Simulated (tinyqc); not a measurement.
Chemical vapour deposition: Grove model, boundary layer, depletion and step coverage: one step, computed by the program tinyqc.

A precursor diffuses to the surface and reacts there at first order; each molecule that reacts adds one formula unit of film.

Question. Gas-phase and surface constants. k_s = k0 exp(-E/(k_B T)); C_g = Y p/(k_B T), 1 torr = 133.322 Pa; D = D0 (T/273.15)^1.75 (760/p). Temperatures in kelvin are T(C) + 273.15. Mean speed c = sqrt(8 k_B T/(pi M)); reactive sticking probability beta = 4 k_s/c.

Inputs (values chosen for the exercise, close to those used for polysilicon from silane):
```
quantity                                       value    unit
prefactor k0 of k_s                          1.1e+09    cm/s
activation energy E                             1.57      eV
temperature T                                    630       C
total pressure p                                 190    torr
mole fraction of the precursor Y              0.0071       -
gas diffusivity D0 at 273.15 K and 760 torr     0.49  cm^2/s
precursor mass M                                  32       u
```

Reactor: horizontal, reduced pressure.

Constants: k_B = 1.380649e-23 J/K; u = 1.6605390666e-27 kg; k_B = 8.617333262e-05 eV/K.

Give: surface rate constant k_s; precursor density C_g; gas diffusivity D; mean speed c; sticking probability beta.

Answer.

surface rate constant k_s = 1.907 cm/s

precursor density C_g = 1.442e+16 1/cm^3

gas diffusivity D = 15.89 cm^2/s

mean speed c = 77302 cm/s

sticking probability beta = 9.870e-05
